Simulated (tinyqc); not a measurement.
ROHF in the sto-3g basis, for H4+, spin multiplicity 2, step by step. One step of it, computed by the program tinyqc.

Task: Iteration 2: Roothaan effective Fock matrix. With projectors Pc = D(beta) S, Po = (D(alpha) - D(beta)) S, Pv = 1 - D(alpha) S, the block xy is Px^T F Py; with Fc = (F(alpha) + F(beta))/2, the blocks are Fc for cc, oo, vv and cv, F(beta) for co and F(alpha) for ov.

F(alpha) (hartree), lower triangle:
```
           1H 1s      2H 1s      3H 1s      4H 1s
1H 1s  -0.605295
2H 1s  -0.531161  -0.605295
3H 1s  -0.178751  -0.122975  -0.605295
4H 1s  -0.122975  -0.178751  -0.531161  -0.605295
```

F(beta) (hartree), lower triangle:
```
           1H 1s      2H 1s      3H 1s      4H 1s
1H 1s  -0.384567
2H 1s  -0.382769  -0.384567
3H 1s  -0.234569  -0.176747  -0.384567
4H 1s  -0.176747  -0.234569  -0.382769  -0.384567
```

D(alpha) after iteration 1, lower triangle:
```
           1H 1s      2H 1s     3H 1s     4H 1s
1H 1s   0.381760
2H 1s   0.381760   0.381760
3H 1s  -0.068612  -0.068612  0.381760
4H 1s  -0.068612  -0.068612  0.381760  0.381760
```

D(beta) after iteration 1, lower triangle:
```
          1H 1s     2H 1s     3H 1s     4H 1s
1H 1s  0.156574
2H 1s  0.156574  0.156574
3H 1s  0.156574  0.156574  0.156574
4H 1s  0.156574  0.156574  0.156574  0.156574
```

overlap S, lower triangle:
```
          1H 1s     2H 1s     3H 1s     4H 1s
1H 1s  1.000000
2H 1s  0.353440  1.000000
3H 1s  0.160302  0.082947  1.000000
4H 1s  0.082947  0.160302  0.353440  1.000000
```

Give: effective F.

Result:

effective F (hartree), lower triangle:
```
        1H 1s   2H 1s   3H 1s   4H 1s
1H 1s  -0.495
2H 1s  -0.457  -0.495
3H 1s  -0.207  -0.150  -0.495
4H 1s  -0.150  -0.207  -0.457  -0.495
```
